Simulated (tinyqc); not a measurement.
Tight binding, honeycomb lattice, step by step. Computed by tinyqc, a small Python program that keeps every step. Settings: t1 = 2.18, t2 = 0, phi = 0.59, delta = 0.62, points = 5. Command: `OMP_NUM_THREADS=1 python tinyqc.py 23095 23096 out.jsonl` (the two numbers bound the seeds that draw the settings). One thread of a shared host (Intel(R) Xeon(R) Processor @ 2.60GHz), about 0.01 s of CPU time with the checks.

## Bloch Hamiltonian at k

Parameters chosen for this model:
```
parameter     value                        unit
t1         2.180000                 eV, nearest
t2                0       eV, second neighbours
phi        0.590000  rad, phase of t2 (Haldane)
delta      0.620000          eV, +/- on A and B
```

k point k (fractions of the reciprocal vectors): 0.1000  0.5000

H_AB = -t1 (1 + exp(-i k.a1) + exp(-i k.a2)); H_AA = delta - 2 t2 sum cos(k.b + phi), H_BB = -delta - 2 t2 sum cos(k.b - phi), b = a1, a2 - a1, -a2.

H(k) at k (eV):
```
                 A                B
A           0.6200  -1.7637+1.2814i
B  -1.7637-1.2814i          -0.6200
```

## Levels at k

Diagonalise the Hermitian matrix.

eigenvalues (eV): -2.2665  2.2665

weights |c|^2 of the basis functions:
```
   band 1  band 2
A  0.3632  0.6368
B  0.6368  0.3632
```

## Bloch Hamiltonian at K

k point K (fractions of the reciprocal vectors): 0.3333  0.6667

As before.

H(k) at K (eV):
```
        A        B
A  0.6200   0.0000
B  0.0000  -0.6200
```

## Levels at K

As before.

eigenvalues (eV): -0.6200  0.6200

weights |c|^2 of the basis functions:
```
   band 1  band 2
A  0.0000  1.0000
B  1.0000  0.0000
```

## Bands along a path

The same steps at evenly spaced points between the labelled ones.

Bands along the path (eV):
```
k           band 1  band 2
G          -6.5693  6.5693
G-K 0.20   -6.1942  6.1942
G-K 0.40   -5.1350  5.1350
G-K 0.60   -3.5814  3.5814
G-K 0.80   -1.8323  1.8323
K          -0.6200  0.6200
K-M 0.20   -0.9634  0.9634
K-M 0.40   -1.4831  1.4831
K-M 0.60   -1.9067  1.9067
K-M 0.80   -2.1750  2.1750
M          -2.2665  2.2665
M-K' 0.20  -2.1750  2.1750
M-K' 0.40  -1.9067  1.9067
M-K' 0.60  -1.4831  1.4831
M-K' 0.80  -0.9634  0.9634
K'         -0.6200  0.6200
```

With 1 band(s) filled, the highest filled level on these points lies at K and the lowest empty one at K: a gap of 1.2400 eV, direct.

## Chern number of the lower band

On a 5 x 5 mesh, the phase of the product of overlaps around each plaquette (k1 then k2); the sum over 2 pi is an integer.

plaquette phases (rad):
```
         1        2        3        4        5
1   0.0000  -0.0302  -0.1034   0.0584   0.0156
2   0.0302   0.0000  -0.5427  -1.1268   0.0584
3   0.1034   0.5427   0.0000  -0.5427  -0.1034
4  -0.0584   1.1268   0.5427   0.0000  -0.0302
5  -0.0156  -0.0584   0.1034   0.0302   0.0000
```

Chern number = 0.0000
